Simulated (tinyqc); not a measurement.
# Worked calculation: ellipsometry and reflectance of a transparent film on an absorbing substrate

Program tinyqc, `OMP_NUM_THREADS=1 python tinyqc.py 2870221 2870222 out.jsonl`; Intel Xeon 2.30GHz, shared host, one thread, about 0.01 s. Printed values are rounded.

Air (index 1), film, substrate with N2 = n2 - i k2; time factor exp(+i w t). q_j = sqrt(N_j^2 - sin^2 th), root with positive real part. Fresnel coefficients r_s = (q_a - q_b)/(q_a + q_b), r_p = (N_b^2 q_a - N_a^2 q_b)/(N_b^2 q_a + N_a^2 q_b). tan(Psi) exp(i Delta) = R_p/R_s, Delta taken from 0 to 360 degrees.

Values chosen for this exercise; indices close to those of photoresist on silicon: wavelength lam = 546.1 nm; angle of incidence th = 70 degrees; index of the transparent film n1 = 1.627; film thickness d = 1.4 nm; index of the substrate n2 = 4.086; extinction coefficient of the substrate k2 = 0.031.

## Interface coefficients and thickness period

q0, q1, q2 and the coefficients r01 and r12 for p and s; the results repeat in d with the period lam/(2 q1).

q0 = 0.342020
q1 = 1.32820
q2 = 3.97648-0.03185i
r01,p = -0.189305
r01,s = -0.590448
r12,p = 0.356227-0.003127i
r12,s = -0.499254+0.003007i
period = 205.579 nm

## Psi, Delta and reflectances

beta = 2 pi d q1/lam, X = exp(-2 i beta), R = (r01 + r12 X)/(1 + r01 r12 X) for p and s.

beta = 0.0213943 rad
X = 0.999085-0.042776i
R_p = 0.178407-0.020353i
R_s = -0.841487+0.009469i
Psi = 12.0449 degrees
Delta = 174.136 degrees
|R_p|^2 = 0.0322434
|R_s|^2 = 0.708190

The bare substrate gives Psi = 12.01 and Delta = 178.97 degrees.
